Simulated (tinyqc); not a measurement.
Comparisons within one model: carrier statistics of a doped semiconductor with parabolic bands. A value that a table varies takes the place of the one given here.

Eg(T) = Eg0 - al T^2/(T + be); m_de = Mv^(2/3) (ml mt^2)^(1/3); m_dh = (mhh^(3/2) + mlh^(3/2))^(2/3); Nc and Nv from N = 2 (m kB T/(4 pi c))^(3/2) with c = hbar^2/2m0, in 1/angstrom^3; times 1e24 for 1/cm^3.

Energies are counted from Ev, so Ec = Eg. n = Nc F_1/2((EF - Eg)/kT), p = Nv F_1/2(-EF/kT), ND+ = ND/(1 + 2 exp((EF - Eg + ED)/kT)), NA- = NA/(1 + 4 exp((EA - EF)/kT)); neutrality asks p + ND+ = n + NA-. F_j(eta) = (1/Gamma(j + 1)) integral_0^infinity x^j dx/(1 + exp(x - eta)), which tends to exp(eta) for eta << 0.

Constants: hbar^2/2m0 = 3.80998211 eV angstrom^2; kB = 8.617333262e-05 eV/K.

Values chosen for the exercise (near those of Ge; shifted at random, so the results belong to these values and not to a real crystal): Eg0 = 0.7456 eV (gap at 0 K); al = 0.000474 eV/K (Varshni alpha); be = 234 K (Varshni beta); ml = 1.59 m0 (longitudinal electron mass); mt = 0.0822 m0 (transverse electron mass); Mv = 4 (equivalent valleys); mhh = 0.328 m0 (heavy-hole mass); mlh = 0.0426 m0 (light-hole mass); ND = 4.5e+16 1/cm^3 (donors); NA = 1.5e+16 1/cm^3 (acceptors); ED = 0.0121 eV (donor level below Ec); EA = 0.011 eV (acceptor level above Ev); T = 150 K.

## Temperature

Neutrality solved at each temperature; ni = sqrt(Nc Nv) exp(-Eg/2kT).

Carriers (1/cm^3):
```
T (K)  EF (eV)         n         p  majority / |ND - NA|        ni  Eg (eV)
10      0.7333  5.05e+10    <1e-99              1.68e-06    <1e-99   0.7454
20      0.7327  1.57e+14    <1e-99               0.00525  1.75e-77   0.7449
40      0.7283  7.52e+15  4.11e-75                 0.251  5.58e-30   0.7428
77      0.7094  2.23e+16  2.39e-29                 0.744  7.32e-07   0.7366
120     0.6791  2.72e+16  3.77e-11                 0.906  1.01e+03   0.7263
200     0.6111  2.91e+16  1.07e+03                 0.969  5.59e+09   0.7019
300     0.5142  2.96e+16  1.14e+10                 0.986  1.83e+13   0.6657
400     0.4093  2.98e+16  5.29e+13                 0.994  1.26e+15   0.6260
500     0.3093  3.80e+16  8.10e+15                  1.27  1.75e+16   0.5842
600     0.2583  1.24e+17  9.41e+16                  4.14  1.08e+17   0.5410
```

Ionisation is incomplete: the majority density is below 90 % of the net doping at 10, 20, 40 and 77 K, down to a share of 1.7e-06. It is within 10 % of the net doping at 120, 200, 300 and 400 K. At 500 and 600 K thermal pairs lift it more than 10 % above the net doping; ni has reached 1.08e+17 1/cm^3 at 600 K against a net doping of 3.00e+16. EF goes from 0.733 eV to 0.258 eV, where midgap is 0.270 eV and the intrinsic level (Boltzmann) 0.251 eV.

## Doping level

Only donors are present (NA = 0); eta is the distance of EF beyond the conduction edge in units of kT.

Neutral state:
```
ND (1/cm^3)  EF (eV)  majority (1/cm^3)  ionised share     eta
1.0e+14       0.5819           1.00e+14          1.000  -10.51
1.0e+15       0.6117           9.99e+14          0.999   -8.21
1.0e+16       0.6413           9.86e+15          0.986   -5.92
1.0e+17       0.6698           8.89e+16          0.889   -3.71
1.0e+18       0.6940           5.53e+17          0.553   -1.84
3.0e+18       0.7037           1.11e+18          0.369   -1.09
1.0e+19       0.7135           2.15e+18          0.215   -0.33
3.0e+19       0.7223           3.66e+18          0.122    0.34
```

The impurity level lies at 0.7057 eV. The ionised share falls from 1.000 to 0.122 as EF passes through it between 3e+18 and 1e+19 1/cm^3 (share 1/3 there); it is below one half from 3e+18 1/cm^3 on. Over the last two rows the doping grows threefold and the majority density by a factor 1.71. EF comes within 3 kT of the majority band edge from 1e+18 1/cm^3 on. Above roughly 3e+17 1/cm^3 (N^(1/3) a = 0.26, with the radius a = sqrt(c/(m E)) from the ionisation energy E and the mass (ml mt^2)^(1/3)) the levels merge with the band and real ionisation is complete; sharp levels then overstate freeze-out.

## What each input does

Neutrality solved anew for each case. Each row changes one parameter from the base and keeps the others.

Results:
```
case                  EF (eV)  n (1/cm^3)  p (1/cm^3)
base                   0.6549    2.83e+16    0.000172
T = 170 K              0.6379    2.87e+16       0.259
ND = 2.25e+16 1/cm^3   0.6374    7.28e+15    0.000672
NA = 7.5e+15 1/cm^3    0.6578    3.54e+16    0.000138
Eg0 = 0.7956 eV        0.7049    2.83e+16    3.60e-06
mt = 0.0986 m0         0.6527    2.86e+16    0.000205
mhh = 0.3936 m0        0.6549    2.83e+16    0.000224
ED = 0.0181 eV         0.6545    2.74e+16    0.000178
```

The largest shifts from the base row, up to three for each result and ties (the steps differ in size, so this ranks the rows, not the parameters). EF (eV): Eg0 +0.0500, ND -0.0176, T -0.0171; unchanged at the printed digits by mhh. n (1/cm^3): ND -2.10e+16, NA +7.09e+15, ED -8.70e+14; unchanged at the printed digits by Eg0 and mhh. p (1/cm^3): T +0.259, ND +0.000500, Eg0 -0.000169.

Run: tinyqc, `OMP_NUM_THREADS=1 python tinyqc.py 1682516 1682517 out.jsonl`; Intel(R) Xeon(R) Processor @ 2.30GHz, one thread, shared host; about 0.01 s of CPU time with all checks.
